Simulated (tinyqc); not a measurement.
Gate voltage for a given inversion charge.

Question. p-type body, charge-sheet picture, depletion and inversion only, full ionisation (an idealisation for deep acceptors), Boltzmann statistics (rough once Na exp(x - xn) passes about Nc/7). In units of Vt: xg = (Vg - Vfb)/Vt, x = psi/Vt, G = gamma/sqrt(Vt), xn = (2 phiF + Vc)/Vt. The implicit equation is (xg - x)^2 = G^2 [x - 1 + exp(x - xn)] for x above about 3. Cox = eps0 eox/tox. ni = sqrt(Nc Nv) exp(-Eg/(2 Vt)), Eg in volts; phiF = Vt ln(Na/ni); gamma = sqrt(2 q eps0 eps_r Na)/Cox. N_inv = (Cox Vt G/q) [sqrt(x - 1 + exp(x - xn)) - sqrt(x - 1)]. Find x - xn, psi and Vg.

Inputs (values chosen for the exercise); band and dielectric values close to those of 4H silicon carbide: temperature T = 350 K; band gap Eg = 3.23 eV; relative permittivity eps_r = 9.74; conduction-band density of states at T Nc = 2.18e19 cm^-3; valence-band density of states at T Nv = 3.2e19 cm^-3; relative permittivity of the gate insulator (close to silicon dioxide) eox = 3.9; insulator thickness tox = 6.8 nm; acceptor density Na = 2e17 cm^-3; flat-band voltage Vfb = -0.31 V; channel-body voltage Vc = 0.2 V.

Constants: q = 1.602176634e-19 C, kB = 1.380649e-23 J/K, Vt = kB T/q, eps0 = 8.8541878128e-14 F/cm where lengths are in cm. Results are converted to the units shown.

N_inv = 5.3e10 cm^-2

Answer. N_inv rises steadily with x, so it fixes x; the implicit equation then gives xg directly.

x - xn = 1.457
psi = 3.179 V
Vg = 3.708 V

tinyqc, about 0.01 s, one thread, Intel Xeon 2.30GHz (shared host): `OMP_NUM_THREADS=1 python tinyqc.py 2122160 2122161 out.jsonl`
